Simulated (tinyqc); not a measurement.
Thin-film transistor with exponential tail and deep states, accumulation layer: course of the iteration: surface potential by Newton steps.

An undoped film in accumulation, thicker than the space-charge layer. With band bending psi the Fermi level lies E0 - psi below the band edge. Free electrons n = n0 exp(psi/Vt) carry the current; electrons in two exponential distributions of traps, a = a0 exp(psi/Va) and d = d0 exp(psi/Vp), do not. Linear regime, ohmic contacts, traps in equilibrium.

Va = kB Tt/q, Vp = kB Td/q. G(psi) = sum over the three kinds of c0 [V (exp(psi/V) - 1) - psi], field F = sqrt(2 q G/(eps0 eps_r)); Vg = psi + eps0 eps_r F/Ci at the surface. f = psi + eps0 eps_r F/Ci - Vg, f' = 1 + q rho/(Ci F) with rho = sum c0 (exp(psi/V) - 1); psi(new) = psi - f/f'.

Stop when psi changes by less than 1e-10 V, or after 30 iterations. psi must stay between 0 and 5 V.

Values chosen for this exercise; values close to those of an organic semiconductor:
- T = 300 K (temperature)
- eps_r = 3.2 (relative permittivity of the semiconductor)
- Tt = 470 K (characteristic temperature of the tail)
- Td = 1240 K (characteristic temperature of the deep states)
- Ci = 12 nF/cm^2 (gate capacitance)
- Vg = 17 V (gate voltage above flat band)

Constants: q = 1.602176634e-19 C, kB = 1.380649e-23 J/K, Vt = kB T/q, eps0 = 8.8541878128e-14 F/cm where lengths are in cm. Results are converted to the units shown.

psi at the start = 0.45 V
n0 = 2.01213e12 cm^-3
a0 = 3.30524e15 cm^-3
d0 = 5.72489e15 cm^-3

Course of the iteration:
```
iteration	psi (V)	|change| (V)
1	0.390935	0.0591
2	0.347265	0.0437
3	0.328464	0.0188
4	0.325777	2.69e-3
5	0.325730	4.73e-5
6	0.325730	1.43e-8
7	0.325730	< 1e-14
```

Did this iteration meet its convergence test, and what does its course show?

Yes. Converged in 7 iterations. At the end the number of correct digits about doubles with each step.

Range of the model: The th form assumes a Fermi level far below the band edge; at the surface it overcounts the filled tail by a factor of about 1.2.

Numbers from tinyqc (`OMP_NUM_THREADS=1 python tinyqc.py 2610055 2610056 out.jsonl`; about 0.02 s on one thread of a shared Intel Xeon 2.30GHz).
